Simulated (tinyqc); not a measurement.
## Electron density from the filling shift

Question. At zero temperature the Burstein-Moss shift of one parabolic valley is (C/me + C/mh) kF^2 with kF = (3 pi^2 n)^(1/3), C = hbar^2/(2 m0). Find kF and n.

Parameters, values chosen for the exercise: electron mass me = 0.0227 m0; hole mass mh = 0.417 m0.

Constants: q = 1.602176634e-19 C, hbar = 1.054571817e-34 J s, m0 = 9.1093837015e-31 kg, hbar^2/(2 m0) = 0.0380998212 eV nm^2. Results are converted to the units shown.

filling shift = 268.87566 meV

Solution. The shift gives kF^2, and n = kF^3/(3 pi^2).

kF = 0.3898 1/nm
n = 2.000e18 cm^-3

Numbers from tinyqc (`OMP_NUM_THREADS=1 python tinyqc.py 2330158 2330159 out.jsonl`; about 0.01 s on one thread of a shared Intel Xeon 2.30GHz).
